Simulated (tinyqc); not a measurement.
Inside a calculation. Method: plane-wave Kohn-Sham cycle with exchange-only LDA in a layered model solid. One step of it, computed by the program tinyqc.

Problem. Iteration 2: levels at that k. Diagonalise the Hermitian matrix.

H (hartree), order -2, -1, +0, +1, +2:
```
[[0.703788, -0.263217, 0.064603, -0.000112, 0.000007],
 [-0.263217, 0.047637, -0.263217, 0.064603, -0.000112],
 [0.064603, -0.263217, -0.171080, -0.263217, 0.064603],
 [-0.000112, 0.064603, -0.263217, 0.047637, -0.263217],
 [0.000007, -0.000112, 0.064603, -0.263217, 0.703788]]
```

Give: eigenvalues.

Solution.

eigenvalues (hartree): [-0.433, -0.103, 0.222, 0.790, 0.856]
